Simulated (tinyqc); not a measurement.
# MOS inversion layer, Poisson-Schroedinger loop: effect of the sheet density of electrons

Electrons confined at an insulator interface at z = 0, treated as a hard wall; parabolic valleys, Hartree approximation, no image or exchange terms. The depletion charge lies far deeper than the electrons and gives a uniform field q Nd/(eps0 eps_r); the gate balances all charge. Energies are counted from the band edge at the interface.

Schroedinger equation -(C/mz) psi'' + (V0 + U) psi = E psi, C = hbar^2/(2 m0), psi(0) = 0, on a uniform mesh of 800 nodes with a far wall at 71 nm, 8 levels a set; V0 = q Nd z/(eps0 eps_r); dU/dz = q (Ns - integral of n from 0 to z)/(eps0 eps_r), U(0) = 0; N_k = g md m0 q Vt/(pi hbar^2) ln(1 + exp((EF - E_k)/Vt)), g the number of valleys of the set, sum N_k = Ns. Triangular well: E_k = a_k (C F^2/mz)^(1/3), a_1 = 2.338107, a_2 = 4.087949, C = hbar^2/(2 m0), F in eV/nm. Fang-Howard (all electrons in the lowest level of set A): b^3 = 6 (mz1/C) q (Nd + 11 Ns/32)/(eps0 eps_r), centroid 3/b, level C b^2/(4 mz1) + (3/b) q (Nd + 11 Ns/16)/(eps0 eps_r). The centroid adds 3.9 z_av/eps_r to an oxide-equivalent thickness. Shares under 0.0001 % are printed as 0.

Inputs (values chosen for the exercise); masses and permittivity close to those of In0.53Ga0.47As: temperature T = 400 K; relative permittivity eps_r = 14; mass along z of valley set A (1 valley(s)) mz1 = 0.0402 m0; in-plane density-of-states mass of set A md1 = 0.0402 m0; sheet density of depletion charge Nd = 3.4e11 cm^-2.

Constants: q = 1.602176634e-19 C, kB = 1.380649e-23 J/K, hbar = 1.054571817e-34 J s, m0 = 9.1093837015e-31 kg, Vt = kB T/q, eps0 = 8.8541878128e-14 F/cm where lengths are in cm, hbar^2/(2 m0) = 0.0380998212 eV nm^2. Results are converted to the units shown.

Result of one run:
```
Ns (cm^-2)	A1 (meV)	A2 (meV)	EF (meV)	share of A1 (%)	share of A2 (%)	centroid z_av (nm)	added oxide equivalent (nm)	Fang-Howard centroid (nm)
1e11	70.9	120	1.12	71.9	18.3	11.8	3.29	9.59
```

What becomes of these results when the sheet density of electrons Ns is changed from 1e11 to 9.4e11 cm^-2, all else the same?

Result of the changed run:
```
Ns (cm^-2)	A1 (meV)	A2 (meV)	EF (meV)	share of A1 (%)	share of A2 (%)	centroid z_av (nm)	added oxide equivalent (nm)	Fang-Howard centroid (nm)
9.4e11	135	203	164	74.4	17.4	9.69	2.70	7.92
```

The whole series:
```
Ns (cm^-2)	A1 (meV)	A2 (meV)	EF (meV)	share of A1 (%)	share of A2 (%)	centroid z_av (nm)	added oxide equivalent (nm)	Fang-Howard centroid (nm)
1e11	70.9	120	1.12	71.9	18.3	11.8	3.29	9.59
1.7e11	77.0	128	27.4	72.3	18.1	11.5	3.22	9.39
3.1e11	88.7	143	63.3	73.1	17.8	11.1	3.08	9.04
5.3e11	106	165	105	73.8	17.5	10.5	2.92	8.58
9.4e11	135	203	164	74.4	17.4	9.69	2.70	7.92
1.6e12	176	257	241	74.2	17.8	8.89	2.48	7.18
2.9e12	246	352	370	72.4	19.4	8.00	2.23	6.27
5e12	342	489	548	69.2	21.8	7.24	2.02	5.43
```

As Ns goes from 1e11 to 5e12, A1 rises from 70.9 to 342 meV, the share of A1 goes from 71.9 through a maximum of 74.4 (at Ns = 9.4e11 among the rows listed) to 69.2 % and the centroid falls from 11.8 to 7.24 nm. A1 goes as Ns^(0.61) between the last two rows (a triangular well in the field of that charge alone gives 2/3). EF lies more than 2 meV above A1 for Ns = 9.4e11, 1.6e12, 2.9e12, 5e12. The Fang-Howard centroid is 19 % below the full one in the first row, where A1 holds 71.9 %, and 25 % below it in the last, where A1 holds 69.2 %. For Ns = 2.9e12, 5e12 the energies exceed 0.25 eV, where non-parabolicity matters for so light a mass.

Numbers from tinyqc (`OMP_NUM_THREADS=1 python tinyqc.py 2160139 2160140 out.jsonl`; about 0.6 s on one thread of a shared Intel Xeon 2.30GHz).
